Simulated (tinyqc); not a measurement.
## Thickness from two neighbouring fringes

Question. At normal incidence a transparent film with an index between those of air and substrate, taken as constant, has reflectance minima at 2 n1 d = (m + 1/2) lam (small phase shifts at the substrate neglected). Find d and the order m of the shorter wavelength.

Parameters, values chosen for the exercise:
- n1 = 2.421 (index of the transparent film)

wavelengths of two neighbouring reflectance minima (nm): 449  530.63636

Solution. Neighbouring orders differ by one: 2 n1 d (1/lam1 - 1/lam2) = 1.

d = 602.7 nm
m = 6

Computed by the program tinyqc: `OMP_NUM_THREADS=1 python tinyqc.py 2870163 2870164 out.jsonl`, one thread of a shared Intel Xeon 2.30GHz, about 0.01 s for the whole run.
